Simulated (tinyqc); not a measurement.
Diffused layer (complementary error function), carriers, mobility and sheet resistance: one step of the calculation.

An n-type layer from the surface x = 0 to the junction xj, N(x) = N0 erfc(x/Ld). Local neutrality (no depletion at surface or junction, no spilling of carriers), intrinsic carriers neglected, full ionisation of active dopants.

Question. Junction depth and local values. erfc(xj/Ld) = Nb/N0; 13 equal steps from 0 to xj. Active dopant A = min(N, Ns); n = A - Nb; mobility mu = m1 + (m2 (T/300 K)^(-bt) - m1)/(1 + ((A + Nb)/Nr)^am).

Parameters, values chosen for the exercise; values close to those of phosphorus in silicon over a p-type background:

| symbol | value | unit | meaning |
|---|---|---|---|
| T | 500 | K | temperature |
| Nb | 3.9e16 | cm^-3 | background doping of the opposite type |
| N0 | 4.7e19 | cm^-3 | peak chemical concentration |
| m1 | 65.8 | cm^2/(V s) | mobility limit at high doping |
| m2 | 1390 | cm^2/(V s) | mobility limit at low doping, at 300 K |
| Nr | 9.35e16 | cm^-3 | reference doping of the mobility law |
| am | 0.695 |  | exponent of the mobility law |
| bt | 2.1 |  | temperature exponent of m2 |
| Ns | 3.96e20 | cm^-3 | solubility limit of active dopant |
| Ld | 70 | nm | diffusion length 2 sqrt(D t) |

Find: xj; x; N; A; n; mu.

Answer.

xj = 165.5 nm
x, point 0 to 13 (nm): [0.0, 12.7, 25.5, 38.2, 50.9, 63.6, 76.4, 89.1, 101.8, 114.5, 127.3, 140.0, 152.7, 165.5]
N, point 0 to 13 (cm^-3): [4.700e19, 3.746e19, 2.853e19, 2.070e19, 1.427e19, 9.333e18, 5.776e18, 3.378e18, 1.865e18, 9.710e17, 4.762e17, 2.199e17, 9.550e16, 3.900e16]
A, point 0 to 13 (cm^-3): [4.700e19, 3.746e19, 2.853e19, 2.070e19, 1.427e19, 9.333e18, 5.776e18, 3.378e18, 1.865e18, 9.710e17, 4.762e17, 2.199e17, 9.550e16, 3.900e16]
n, point 0 to 13 (in units of 1e19 cm^-3): [4.696, 3.742, 2.849, 2.066, 1.424, 0.929, 0.574, 0.334, 0.183, 0.093, 0.044, 0.018, 0.006, 0.000]
mu, point 0 to 13 (cm^2/(V s)): [71.16, 72.06, 73.34, 75.17, 77.85, 81.81, 87.77, 96.85, 110.7, 131.6, 161.6, 201.0, 244.9, 283.5]

The mobility runs from 71.2 to 284 cm^2/(V s).

Computed by the program tinyqc: `OMP_NUM_THREADS=1 python tinyqc.py 2110135 2110136 out.jsonl`, one thread of a shared Intel Xeon 2.30GHz, about 0.02 s for the whole run.
